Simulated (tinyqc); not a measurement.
## Via and link resistance from two via chains

Question. A chain of 2000 vias joined by 2000 metal links has R = 2000 (Rv + Rlink), with Rlink proportional to the link length. Find Rv, Rlink for length L, and the value of Rv that the short chain would give if the links were ignored.

resistance of chains of 2000 links with link lengths L and 3 L (ohm): [41200, 71600]

Answer. R per link is a straight line in the link length; its intercept at zero length is Rv.

Rv = 13.00 ohm
Rlink = 7.600 ohm
Rv without correction = 20.60 ohm

Numbers from tinyqc (`OMP_NUM_THREADS=1 python tinyqc.py 2750075 2750076 out.jsonl`; about 0.01 s on one thread of a shared Intel Xeon 2.30GHz).
